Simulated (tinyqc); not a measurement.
Inside a calculation. Method: Luttinger-Kohn k.p, four valence bands. One step of it, computed by the program tinyqc.

Question. Hole masses. E = c [g1 k^2 -/+ 2 sqrt(g2^2 k^4 + 3 (g3^2 - g2^2)(kx^2 ky^2 + ky^2 kz^2 + kz^2 kx^2))] with c = hbar^2/2m, and m* = hbar^2 k^2 / (2 E).

Luttinger parameters chosen for this model; energies are counted downward from the top of the valence band:
```
parameter      value  unit
g1         11.520000
g2          1.860000
g3          2.830000
```

Give: Masses.

Answer.

Masses (electron masses):
```
direction  heavy  light
[100]      0.128  0.066
[110]      0.159  0.060
[111]      0.171  0.058
```
